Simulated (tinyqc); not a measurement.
Grain-boundary trapping model (Seto) of a polycrystalline semiconductor film: one step, computed by the program tinyqc.

Grains of equal size L are joined by thin boundaries with one trap level. Trapped carriers deplete a width W on each side and raise a barrier, crossed by thermionic emission. Dopants are fully ionised, statistics are non-degenerate and mu_g does not depend on T.

Question. Critical doping. If all traps fill, the grain is just depleted at N* = Q_t/L, with the barrier e Q_t L/(8 eps eps_0).

Inputs (values chosen for the exercise, modelled on polycrystalline germanium): permittivity eps = 16; grain size L = 200 nm; trap density Q_t = 2.8e+12 1/cm^2.

Grain interior: resistance included.

Constants: e = 1.602176634e-19 C; eps_0 = 8.8541878128e-12 F/m; k_B = 8.617333262e-05 eV/K.

Give: N*; barrier at N* with all traps filled.

Answer.

N* = 1.40e+17 1/cm^3

barrier at N* with all traps filled = 0.7917 V
